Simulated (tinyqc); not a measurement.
Buckled dimers of a reconstructed (001) surface, two dangling bonds a dimer: sweeps and comparisons. A value that a table varies takes the place of the one given here.

In a dimer one atom moves up by z and the other down by z; the dangling bond of the up atom (more s-like) falls by gm z and that of the down atom rises by gm z. With all dimers tilted alike: H(k) = [[-gm z - 2 ta cos k, -tp - 2 tx cos k], [., gm z - 2 ta cos k]], k along the row in 1/a. Two electrons a dimer fill the lowest N of the 2N levels on the mesh k_j = (j + 1/2) pi/N. Total energy a dimer: W(z) = (2/N) sum of the filled levels + kf z^2. Repulsion between electrons is left out.

Values chosen for the exercise (of the size met on Si(001); shifted at random, so the results belong to these values and not to a real crystal):

| symbol | value | unit | meaning |
|---|---|---|---|
| tp | 0.38 | eV | pi coupling inside a dimer |
| ta | 0.2 | eV | coupling between like atoms along the row |
| tx | 0.06 | eV | diagonal coupling along the row |
| gm | 2.32 | eV/angstrom | shift of a dangling bond with height |
| kf | 7.6 | eV/angstrom^2 | force constant of buckling |
| N | 8 |  | k points |

## Energy against buckling

W relative to z = 0; gap as lowest upper less highest lower level on 201 points from 0 to pi.

Per dimer (eV):

| z (angstrom) | band energy | elastic | W | gap |
|---|---|---|---|---|
| 0.00 | 0.0000 | 0.0000 | 0.0000 | -0.0400 |
| 0.05 | -0.0301 | 0.0190 | -0.0111 | -0.0020 |
| 0.10 | -0.1288 | 0.0760 | -0.0528 | 0.0997 |
| 0.15 | -0.2709 | 0.1710 | -0.0999 | 0.2436 |
| 0.20 | -0.4406 | 0.3040 | -0.1366 | 0.4140 |
| 0.30 | -0.8268 | 0.6840 | -0.1428 | 0.8000 |
| 0.40 | -1.2456 | 1.2160 | -0.0296 | 1.2179 |
| 0.50 | -1.6805 | 1.9000 | 0.2195 | 1.6520 |
| 0.60 | -2.1244 | 2.7360 | 0.6116 | 2.0951 |

What can be read from the table?

W is lowest at z = 0.3 among these rows (-0.1428 eV). The band energy falls as z^2 at first and linearly, as -2 gm z, once gm z is far above tp, so the elastic term always wins at large z. The gap opens near z = 0.051 angstrom.

## Strong pi bonds keep dimers flat

tp is varied; z minimises W on 0 to 1 angstrom; gap on 201 points; charge moved: the mean of gm z/sqrt((gm z)^2 + h^2) over the mesh, h the off-diagonal element.

Against tp:

| tp (eV) | z (angstrom) | gain (eV) | gap (eV) | charge moved (e) |
|---|---|---|---|---|
| 0.10 | 0.3001 | 0.2087 | 0.6268 | 0.983 |
| 0.20 | 0.2911 | 0.2005 | 0.6274 | 0.954 |
| 0.30 | 0.2754 | 0.1812 | 0.6284 | 0.902 |
| 0.45 | 0.2363 | 0.1002 | 0.6306 | 0.774 |
| 0.60 | 0.1667 | 0.0195 | 0.6336 | 0.546 |
| 0.80 | 0.0000 | 0.0000 | 0.8000 | 0.000 |
| 1.00 | 0.0000 | 0.0000 | 1.2000 | 0.000 |
| 1.30 | 0.0000 | 0.0000 | 1.8000 | 0.000 |
| 1.60 | 0.0000 | 0.0000 | 2.4000 | 0.000 |

What can be read from the table?

Dimers buckle for tp up to 0.6 eV among these rows; for an isolated dimer the limit is gm^2/kf = 0.708 eV. While buckled, the splitting, on average over k, stays near 2 gm^2/kf = 1.416 eV whatever tp is, and beyond the limit it follows 2 tp; the gap is smaller by the width of the bands, about 4 ta = 0.80 eV.

## Tilting alike or in alternation

Alternation doubles the cell: sites L1, R1, L2, R2 with levels -gm z, +gm z, +gm z, -gm z, -tp inside a dimer, -2 ta cos k between L1-L2 and R1-R2, -2 tx cos k between L1-R2 and R1-L2, on k_j = (j + 1/2) pi/(2N); the lowest half of the levels is filled. Energies a dimer; gaps on these meshes.

Two patterns:

| z (angstrom) | W alike (eV) | W alternating (eV) | difference (meV) | gap alike (eV) | gap alternating (eV) |
|---|---|---|---|---|---|
| 0.05 | -0.7773 | -0.8185 | -41.2 | 0.0132 | 0.2230 |
| 0.10 | -0.8190 | -0.8853 | -66.3 | 0.1147 | 0.4486 |
| 0.15 | -0.8660 | -0.9423 | -76.3 | 0.2584 | 0.6754 |
| 0.20 | -0.9027 | -0.9805 | -77.7 | 0.4288 | 0.9019 |
| 0.30 | -0.9090 | -0.9798 | -70.9 | 0.8148 | 1.3552 |
| 0.40 | -0.7957 | -0.8573 | -61.5 | 1.2328 | 1.8084 |
| 0.50 | -0.5466 | -0.5999 | -53.2 | 1.6669 | 2.2615 |

What does this show?

The lowest W listed is -0.9090 eV for like tilts and -0.9805 eV for alternation; the difference at equal z runs from -77.7 to -41.2 meV. With alternation ta joins filled up atoms to empty down atoms and gains energy in second order, about 2 ta^2/(gm z) a dimer at large z, while tx does so for like tilts; here ta = 0.2 and tx = 0.06 eV. At z = 0.3 the gap is 0.815 eV alike and 1.355 eV alternating.

## What each parameter does

z minimises W on 0 to 1 angstrom; gain over flat dimers; gap on 201 points from 0 to pi. Each row changes one parameter from the base and keeps the others.

Results:

| case | z (angstrom) | gain (eV) | gap (eV) |
|---|---|---|---|
| base | 0.2572 | 0.1532 | 0.6294 |
| tp = 0.323 eV | 0.2707 | 0.1781 | 0.6286 |
| ta = 0.23 eV | 0.2572 | 0.1225 | 0.5094 |
| tx = 0.09 eV | 0.2566 | 0.1623 | 0.6455 |
| gm = 2.506 eV/angstrom | 0.2921 | 0.2418 | 0.8632 |
| kf = 6.84 eV/angstrom^2 | 0.2963 | 0.2113 | 0.7850 |

How do the results move?

The largest shifts from the base row, up to three for each result and ties (the steps differ in size, so this ranks the rows, not the parameters). z (angstrom): kf +0.0391, gm +0.0349, tp +0.0135; unchanged at the printed digits by ta. gain (eV): gm +0.0886, kf +0.0581, ta -0.0307. gap (eV): gm +0.2337, kf +0.1556, ta -0.1200.

Run: tinyqc, `OMP_NUM_THREADS=1 python tinyqc.py 1452596 1452597 out.jsonl`; Intel(R) Xeon(R) Processor @ 2.30GHz, one thread, shared host; about 0.02 s of CPU time with all checks.
